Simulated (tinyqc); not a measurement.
## MOS capacitor on an n-type substrate, surface potential from the exact charge relation: Capacitance-voltage curves

Uniform n-type substrate, Boltzmann statistics, full ionisation, classical densities. psi is the surface potential against the body (positive when the bands bend down) and u = -psi/Vt. Traps are spread evenly over the gap and neutral at flat band, so their charge is -q Dit psi; the minority quasi-Fermi level is shifted by Vb.

ni = sqrt(Nc Nv) exp(-Eg/(2 Vt)), Eg in volts; phiF = Vt ln(N/ni); Cox = eps0 eox/tox; Vfb = phiM - chi - Vt ln(Nc/N) - q Nf/Cox; Q0 = sqrt(2 eps0 eps_r q N Vt); r = (ni/N)^2 exp(-Vb/Vt); VT = Vfb - [(2 phiF + Vb)(1 + q Dit/Cox) + sqrt(2 eps0 eps_r q N (2 phiF + Vb))/Cox]. u = -psi/Vt; F^2 = exp(-u) + u - 1 + r (exp(u) - u - 1); Qs = +sign(u) Q0 F; Cs = -dQs/dpsi = (Q0/Vt) |1 - exp(-u) + r (exp(u) - 1)|/(2 F). psi solves Vg = Vfb + psi + (q Dit psi - Qs)/Cox. Low frequency: 1/C_LF = 1/Cox + 1/(Cs + q Dit). High frequency, in the simple estimate in which traps and minority carriers do not follow: 1/C_HF = 1/Cox + 1/Cd, Cd being Cs with r = 0 at the same psi. Deep depletion: r = 0 and Dit = 0 both in the equation for psi and in Cs. Minority sheet density N_inv = (Q0/(2 q)) int_0^u r (exp(t) - 1)/F(t) dt for u > 0. N_inv under 1 cm^-2 is printed as 0. Regimes: accumulation when majority carriers gather, then depletion up to |psi| = phiF + Vb, weak inversion up to 2 phiF + Vb, strong inversion beyond.

Inputs (values chosen for the exercise); band and dielectric values close to those of gallium nitride:
```
symbol    value         unit                                                                 meaning
T           273            K                                                             temperature
Eg         3.43           eV                                                                band gap
eps_r      9.63                                                                relative permittivity
Nc         2e18        cm^-3                                  conduction-band density of states at T
Nv      4.05e19        cm^-3                                     valence-band density of states at T
chi        4.03           eV                                                       electron affinity
N        1.1e16        cm^-3                                          donor density of the substrate
eox         3.9               relative permittivity of the gate insulator (close to silicon dioxide)
tox           4           nm                                                     insulator thickness
phiM       4.49           eV                                                      gate work function
Nf            0        cm^-2                            fixed charge at the interface, in units of q
Dit           0  cm^-2 eV^-1                                              density of interface traps
Vb            0            V                    reverse bias of the inversion layer against the body
```

Constants: q = 1.602176634e-19 C, kB = 1.380649e-23 J/K, Vt = kB T/q, eps0 = 8.8541878128e-14 F/cm where lengths are in cm. Results are converted to the units shown.

Result of one run:
```
Vg (V)  psi (V)  C_LF/Cox  C_HF/Cox  C_deep/Cox  N_inv (cm^-2)            regime
-3.11   -3.2474   0.74253  0.017377    0.017157      4.6563e11  strong inversion
```

What becomes of these results when the gate voltage against the body Vg is changed from -3.11 to 0.73 V, all else the same?

Result of the changed run:
```
Vg (V)  psi (V)  C_LF/Cox  C_HF/Cox  C_deep/Cox  N_inv (cm^-2)        regime
0.73    0.15127   0.83815   0.83815     0.83815              0  accumulation
```

The whole series:
```
Vg (V)    psi (V)  C_LF/Cox  C_HF/Cox  C_deep/Cox  N_inv (cm^-2)            regime
1.22      0.19998   0.93560   0.93560     0.93560              0      accumulation
0.73      0.15127   0.83815   0.83815     0.83815              0      accumulation
0.25    -0.073284   0.11865   0.11865     0.11865              0         depletion
-0.23    -0.52273  0.043007  0.043007    0.043007              0         depletion
-0.71    -0.98532  0.031361  0.031361    0.031361              0         depletion
-1.19     -1.4517  0.025882  0.025882    0.025882              0         depletion
-1.67     -1.9201  0.022536  0.022536    0.022536              0    weak inversion
-2.15     -2.3899  0.020223  0.020223    0.020223              0    weak inversion
-2.63     -2.8606  0.018503  0.018502    0.018502          49535    weak inversion
-3.11     -3.2474   0.74253  0.017377    0.017157      4.6563e11  strong inversion
-3.59     -3.3089   0.92699  0.017216    0.016068      2.7186e12  strong inversion
```

C_LF/Cox is lowest, 0.0185, at Vg = -2.63 V (weak inversion) among the rows listed and is 0.927 in the last row, where C_HF/Cox is 0.0172 and the deep-depletion value 0.0161. Vfb = 0.338 V, where C_HF/Cox = 0.226 (Cox in series with eps0 eps_r/LD), and VT = -2.89 V. Over the last two rows psi moves by only 0.13 V a volt of gate bias, since the inversion charge screens the body. In strong accumulation and inversion degeneracy and confinement, left out here, lower the capacitance.

Computed by the program tinyqc: `OMP_NUM_THREADS=1 python tinyqc.py 2060132 2060133 out.jsonl`, one thread of a shared Intel Xeon 2.30GHz, about 0.01 s for the whole run.
